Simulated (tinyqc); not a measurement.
Tight binding, dimerised chain, step by step. Computed by tinyqc, a small Python program that keeps every step. Settings: t1 = 0.35, t2 = 2.12, delta = 0, points = 12, cells = 5. Command: `OMP_NUM_THREADS=1 python tinyqc.py 26269 26270 out.jsonl` (the two numbers bound the seeds that draw the settings). One thread of a shared host (Intel(R) Xeon(R) Processor @ 2.60GHz), about 0.01 s of CPU time with the checks.

## Bloch Hamiltonian at k

Parameters chosen for this model:
```
parameter     value                      unit
t1         0.350000       eV, inside the cell
t2         2.120000         eV, between cells
delta             0  eV, +/- on the two sites
```

k point k (2 pi / a): 0.090000

H_AA = +delta, H_BB = -delta, H_AB = -t1 - t2 exp(-i k a).

H(k) at k (eV):
```
                     A                    B
A             0.000000  -2.139975+1.135953i
B  -2.139975-1.135953i             0.000000
```

## Levels at k

Diagonalise the Hermitian matrix.

eigenvalues (eV): -2.422784  2.422784

weights |c|^2 of the basis functions:
```
     band 1    band 2
A  0.500000  0.500000
B  0.500000  0.500000
```

## Bloch Hamiltonian at X

k point X (2 pi / a): 0.500000

As before.

H(k) at X (eV):
```
          A         B
A  0.000000  1.770000
B  1.770000  0.000000
```

## Levels at X

As before.

eigenvalues (eV): -1.770000  1.770000

weights |c|^2 of the basis functions:
```
     band 1    band 2
A  0.500000  0.500000
B  0.500000  0.500000
```

## Bands along a path

The same steps at evenly spaced points between the labelled ones.

Bands along the path (eV):
```
k            band 1    band 2
G         -2.470000  2.470000
G-X 0.33  -2.314930  2.314930
G-X 0.67  -1.968477  1.968477
X         -1.770000  1.770000
```

With 1 band(s) filled, the highest filled level on these points lies at X and the lowest empty one at X: a gap of 3.5400 eV, direct.

## Berry (Zak) phase of the lower band

On 12 points k_j = j/N: phase = -Im ln of the product of <u_j|u_(j+1)>, closed with u_N = u_0 (the cell-periodic part is taken without the site positions). Single arguments depend on the phases chosen for the u_j; only their sum modulo 2 pi does not.

Overlaps:
```
j   |<u_j|u_j+1>|  argument (rad)
0        0.974626       -0.225751
1        0.973165       -0.232191
2        0.969980        1.161531
3        0.964748       -1.673488
4        0.957933       -0.291087
5        0.952391        2.831782
6        0.952391        2.831782
7        0.957933       -0.291087
8        0.964748       -1.673488
9        0.969980        1.161531
10       0.973165       -0.232191
11       0.974626       -0.225751
```

phase / pi, folded into (-1, 1] = 1.000000

## Open chain of 5 cells

H of the open chain (eV), lower triangle:
```
            1          2          3          4          5          6          7          8
1    0.000000
2   -0.350000   0.000000
3    0.000000  -2.120000   0.000000
4    0.000000   0.000000  -0.350000   0.000000
5    0.000000   0.000000   0.000000  -2.120000   0.000000
6    0.000000   0.000000   0.000000   0.000000  -0.350000   0.000000
7    0.000000   0.000000   0.000000   0.000000   0.000000  -2.120000   0.000000
8    0.000000   0.000000   0.000000   0.000000   0.000000   0.000000  -0.350000   0.000000
9    0.000000   0.000000   0.000000   0.000000   0.000000   0.000000   0.000000  -2.120000
10   0.000000   0.000000   0.000000   0.000000   0.000000   0.000000   0.000000   0.000000

            9        10
9    0.000000
10  -0.350000  0.000000
```

The same hoppings without the wrap-around bond.

levels (eV): -2.414922  -2.261980  -2.050623  -1.853818  -0.000253  0.000253  1.853818  2.050623  2.261980  2.414922

weights of the highest filled level on the sites: 0.486372  0.000000  0.013257  0.000010  0.000361  0.000361  0.000010  0.013257  0.000000  0.486372

The bulk gap runs from -1.7700 to 1.7700 eV; 2 level(s) of this chain lie inside it: end states, which need the weaker bond inside the cell and a chain longer than their decay length.
